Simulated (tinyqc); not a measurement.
Landau-Devonshire theory of a uniaxial ferroelectric: one step, computed by the program tinyqc.

G(P) = (alpha/2) P^2 + (beta*/4) P^4 + (gamma/6) P^6 - E P per volume, SI units, one domain, P along the polar axis, which is normal to the film.

Task: Coefficients at T. alpha = alpha_0 (T - T0*), with clamping: T0* = T0 + 4 Q12 u_m/(alpha_0 (s11 + s12)), beta* = beta + 4 Q12^2/(s11 + s12).

Inputs (values chosen for the exercise, modelled on barium titanate):
```
quantity                        value         unit
alpha_0                        667000  J m/(C^2 K)
Curie-Weiss temperature T0        381            K
beta                        -8.04e+08    J m^5/C^4
temperature T                     324            K
misfit strain u_m             -0.0086            -
electrostriction Q12           -0.043      m^4/C^2
compliance s11 + s12          5.6e-12        m^2/N
```

Sample: epitaxial film.

Give: T0*; alpha; beta*.

Result:

T0* = 777.02 K

alpha = -3.0216e+08 J m/C^2

beta* = 5.1671e+08 J m^5/C^4

Compression raises T0 by 396 K. beta* > 0: the transition is of second order, although the free crystal has a first-order one.
